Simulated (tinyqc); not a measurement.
# Planar metal-insulator-metal capacitor: capacitance, non-linearity, leakage and relaxation: capacitance, non-linearity and leakage against thickness

A film between two metal electrodes, each interface adding a series capacitance ci. The small-signal permittivity is ek (1 + aq E^2); the field is found with the linear permittivity. Leakage J = J0 sinh(E/Ef). After a voltage step the film passes a relaxation current kr C V tt^(-nr), tt being the time in seconds.

Planar film: Cf = eps0 ek/t, 1/C = 1/Cf + 2/ci, EOT = 3.9 eps0/C, effective permittivity C t/eps0, E = (V/t) C/Cf; quadratic coefficient [C(V)/C - 1]/V^2 with Cf (1 + aq E^2) in C(V).

Values chosen for this exercise; permittivity of the order of that of silicon nitride:
- ek = 7.84 (relative permittivity of the film)
- ci = 45 uF/cm^2 (capacitance of each electrode interface (dead layer and screening))
- aq = 0.0031 cm^2/MV^2 (quadratic field coefficient of the permittivity)
- V = 2.5 V (bias)
- J0 = 2.6e-11 A/cm^2 (leakage prefactor)
- Ef = 0.28 MV/cm (field for an e-fold rise of the leakage)

Constants: eps0 = 8.8541878128e-14 F/cm where lengths are in cm. Results are converted to the units shown.

Results:
```
t (nm)	C (uF/cm^2)	EOT (nm)	effective permittivity	E (MV/cm)	quadratic coefficient (ppm/V^2)	J (A/cm^2)
2.9	2.164	1.596	7.086	7.792	2.673e4	15.83
6.2	1.067	3.238	7.468	3.841	6956	1.180e-5
9.1	0.7378	4.680	7.583	2.657	3385	1.719e-7
13	0.5216	6.620	7.658	1.878	1709	1.066e-8
19	0.3595	9.605	7.715	1.295	818.1	1.325e-9
28	0.2452	14.08	7.755	0.8831	382.6	3.040e-10
41	0.1680	20.55	7.781	0.6052	180.3	1.114e-10
60	0.1151	30.00	7.800	0.4145	84.80	5.418e-11
```

Estimate the missing row, t = 4.3 nm.

Computed row:
```
t (nm)	C (uF/cm^2)	EOT (nm)	effective permittivity	E (MV/cm)	quadratic coefficient (ppm/V^2)	J (A/cm^2)
4.3	1.506	2.293	7.315	5.425	1.354e4	0.003373
```

With this row back in the table: C falls from 2.16 to 0.115 uF/cm^2 while the effective permittivity goes from 7.09 to 7.80 (ek = 7.84). EOT is a straight line in t with slope 3.9/ek = 0.497 and intercept 0.153 nm. The quadratic coefficient goes as t^(-1.73) between the first two rows and t^(-1.98) between the last two (-2 without interfaces), and J falls by 11.5 decades. For t = 2.9 direct tunnelling, left out, would add to the leakage.

tinyqc, about 0.01 s, one thread, Intel Xeon 2.30GHz (shared host): `OMP_NUM_THREADS=1 python tinyqc.py 2102173 2102174 out.jsonl`
